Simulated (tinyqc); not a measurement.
Configuration-coordinate model of carrier capture at a defect, step by step. Values are carried at full precision from step to step, so a last printed digit may differ when a step is redone from the rounded ones.

Two parabolas of equal curvature k in one coordinate Q: with the carrier free at the band edge, U_f = k Q^2/2; with the carrier trapped, U_t = k (Q - dQ)^2/2 - ET. ER = k dQ^2/2, Huang-Rhys factor S = ER/hw, hw = 0.0646541 sqrt(k/M) eV for k in eV/angstrom^2 and M in u. The curves cross at a height Eb = (ER - ET)^2/(4 ER) above the free minimum.

Constants: kB = 8.617333262e-05 eV/K.

Parameters, chosen for this exercise (of the size met at a vacancy centre in SiC; the results hold for these values, not for the real material): ET = 1.09 eV (thermal depth of the level below the band edge); ER = 0.32 eV (relaxation energy); hw = 0.048 eV (phonon energy of the mode); M = 16 u (mass of the mode); T = 350 K (temperature); nu = 1e+12 1/s (attempt rate).

## The two parabolas

Form S, k, dQ, the crossing point Qc = (ER - ET)/(k dQ), Eb, and the emission barrier Eb + ET.

S = 6.667
k = 8.8188 eV/angstrom^2
dQ = 0.2694 angstrom
Qc = -0.3241 angstrom

barriers (eV): capture 0.4632, emission 1.5532

ER < ET: the crossing lies on the far side of the free minimum (the inverted case), where tunnelling between vibrational states can matter much if Eb is well above hw.

## Optical transitions

Vertical ionisation from the trapped minimum costs ET + ER; vertical capture from the free minimum releases ET - ER (none if negative); the band has a standard deviation sqrt(S hw^2 coth(hw/2kT)) with S = ER/hw, and a full width 2.35482 times that.

energies (eV): ionisation peak 1.410, zero-phonon 1.090, emission peak 0.770

coth(hw/2kT) = 1.5114
standard deviation = 0.1524 eV
full width = 0.3588 eV

Radiative capture would peak at 0.770 eV. The optical peak exceeds the thermal depth by a factor 1.29.

## The multiphonon factor

Multiphonon factor for giving p = ET/hw phonons to the lattice: W = exp(-S (2 nb + 1)) ((nb + 1)/nb)^(p/2) I_p(x), nb = 1/(exp(hw/kT) - 1), x = 2 S sqrt(nb (nb + 1)), I_p the modified Bessel function. Classical limit: W = hw exp(-Eb/kT)/sqrt(4 pi ER kT). At T = 0: exp(-S) S^p/Gamma(p + 1).

Form p, nb, x and ln W, the classical ln W, and the capture time 1/(nu W).

p, nb, x: 22.7083  0.2557  7.5550

ln W: quantum -11.918, classical -17.340

capture time = 1.50e-07 s

The quantum factor is 226 times the classical one at kT/hw = 0.63: nuclear tunnelling rules.

## Emission by detailed balance

For equal degeneracies and one band-edge state, emission time = capture time x exp(ET/kT).

ET/kT = 36.140
log10 of the emission time in s = 8.87

## Checks

- Ln W for the nearest whole p against the double Poisson sum over emitted and absorbed phonons: both -12.2243.

tinyqc: `OMP_NUM_THREADS=1 python tinyqc.py 1452264 1452265 out.jsonl`; about 0.01 s, one thread, shared Intel(R) Xeon(R) Processor @ 2.30GHz.
